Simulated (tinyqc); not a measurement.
Inside a calculation. Model: threshold-voltage variability of a planar MOSFET, analytic estimates.

tinyqc, about 0.01 s, one thread, Intel Xeon 2.30GHz (shared host): `OMP_NUM_THREADS=1 python tinyqc.py 2090062 2090063 out.jsonl` Printed values are rounded.

Three independent sources add in quadrature: random dopants in the depleted layer, metal-gate grains of two orientations, and roughness of the two gate edges acting through the roll-off VT = VT(long) - Vr exp(-L/l). These are first-order estimates: no three-dimensional electrostatics, no percolation.

Inputs (values chosen for the exercise); material values those of a made-up semiconductor: temperature T = 300 K; band gap Eg = 0.938 eV; relative permittivity of the semiconductor eps_r = 12.7; conduction-band density of states at T Nc = 3.47e19 cm^-3; valence-band density of states at T Nv = 3.1e19 cm^-3; channel doping Na = 5.7e18 cm^-3; oxide-equivalent thickness in inversion ti = 1.4 nm; gate length L = 65 nm; gate width W = 270 nm; metal grain size G = 7 nm; work-function difference of the two grain orientations dW = 0.3 eV; share of the orientation of higher work function p = 0.4; rms roughness of one gate edge De = 1.4 nm; correlation length of the roughness La = 20 nm; decay length of the threshold roll-off l = 13 nm; prefactor of the roll-off Vr = 2.7 V; subthreshold factor n = 1.41; gm/I of a matched pair gI = 10 1/V; spread of the gain factor of one device sb = 0.6 %; number of cells Nb = 65536; wanted yield Y = 0.999.

Constants: q = 1.602176634e-19 C, kB = 1.380649e-23 J/K, Vt = kB T/q, eps0 = 8.8541878128e-14 F/cm where lengths are in cm. Results are converted to the units shown.

## Random dopants

ni = sqrt(Nc Nv) exp(-Eg/(2 Vt)), Eg in volts; Cox = 3.9 eps0/ti; Wd = sqrt(4 eps0 eps_r Vt ln(Na/ni)/(q Na)); dopants: s1 = (q/Cox) sqrt(Na Wd/(3 L W)). The slope A1 = s1 sqrt(L W); mean number of dopants Na L W Wd.

Cox = 2.46652 uF/cm^2
Wd = 14.4469 nm
mean number of dopants = 1445.19
A1 = 1.07619 mV um
s1 = 8.12364 mV

Counting alone, 1/sqrt(N) of the depletion voltage q Na Wd/Cox = 535 mV, would give sqrt(3) times more: dopants deep in the layer act less on the surface.

## Metal grains and edge roughness

Grains: Ng = L W/G^2 (at least 1), s2 = dW sqrt(p (1 - p)/Ng). Edges, with exponential correlation and u = W/La: the mean gate length has sL^2 = 2 De^2 (2/u)[1 - (1 - exp(-u))/u]; s3 = sL (Vr/l) exp(-L/l).

Ng = 358.163
s2 = 7.76580 mV
sL = 0.733296 nm
dVT/dL = 1.39942 mV/nm
s3 = 1.02619 mV

## Total spread, mismatch and leakage

s = sqrt(s1^2 + s2^2 + s3^2). For a pair: s(dVT) = sqrt(2) s; current mismatch sqrt(2) sqrt((gI s)^2 + sb^2); input offset = current mismatch/gI. For a Gaussian VT the off current is log-normal with mean/median = exp(s^2/(2 (n Vt)^2)).

s = 11.2851 mV
s(dVT) = 15.9596 mV
current mismatch = 15.9821 %
input offset = 15.9821 mV
mean/median of Ioff = 1.04909

The dopants give 51.8 % of the variance; without them s would be 7.83 mV.

## Iteration 1: margin in standard deviations for the wanted yield

k at the start = 2

Cells fail independently with probability Q(k) = erfc(k/sqrt(2))/2 when the margin is k standard deviations, and Y = exp(-Nb Q(k)). phi = exp(-k^2/2)/sqrt(2 pi). Newton steps on ln Q(k) = ln(-ln(Y)/Nb): k(new) = k + [ln Q - ln(-ln(Y)/Nb)] Q/phi.

Q(k) = 0.0227501
phi = 0.0539910
k after iteration 1 = 7.98952

## Iteration 2: margin in standard deviations for the wanted yield

As before.

Q(k) = 6.77317e-16
phi = 5.49375e-15
k after iteration 2 = 5.90215

## Course of the iteration: margin in standard deviations for the wanted yield

Stop when k changes by less than 1e-9, or after 30 iterations.

Course of the iteration:
```
iteration        k  |change|
1          7.98952      5.99
2          5.90215      2.09
3          5.54899     0.353
4          5.53836    0.0106
5          5.53835   9.62e-6
6          5.53835  7.88e-12
```

Converged in 6 iterations. At the end the number of correct digits about doubles with each step. With s(dVT) = 16.0 mV, 5.54 standard deviations are 88.4 mV.
